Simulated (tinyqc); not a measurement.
From results back to parameters: electrons shared among three sets of ellipsoidal valleys. Three cases, with inputs chosen for the exercise.

Problem. With Boltzmann statistics n(Delta4)/n(Delta2) = R exp(-dE/kB T), where R = N_2/N_1 does not depend on T. Two ratios were computed from hidden R and dE.

Constants: kB = 8.617333262e-05 eV/K.

Case 1.

Values chosen (out of a larger set: masses and offsets near those of Si; mobilities are free inputs, held fixed; not measured data): Ta = 300 K; Tb = 450 K.

ratio at Ta = 0.379020
ratio at Tb = 0.659859

Case 2.

Values chosen (out of a larger set: masses and offsets near those of Si; mobilities are free inputs, held fixed; not measured data): Ta = 300 K; Tb = 600 K.

ratio at Ta = 0.0487866
ratio at Tb = 0.312367

Case 3.

Values chosen (out of a larger set: masses and offsets near those of Si; mobilities are free inputs, held fixed; not measured data): Ta = 300 K; Tb = 600 K.

ratio at Ta = 0.0451546
ratio at Tb = 0.300515

Find: dE; R.

Solution. dE = kB ln(ratio_b/ratio_a)/(1/Ta - 1/Tb); then R = ratio_a exp(dE/kB Ta).

Case 1.

dE = 0.043 eV
R = 2.00

Case 2.

dE = 0.096 eV
R = 2.00

Case 3.

dE = 0.098 eV
R = 2.00

Computed by tinyqc, one run a case: `OMP_NUM_THREADS=1 python tinyqc.py N N+1 out.jsonl` with N = 1680040, 1680161, 1680323; one thread of a shared Intel(R) Xeon(R) Processor @ 2.30GHz, about 0.01 s a run at most.
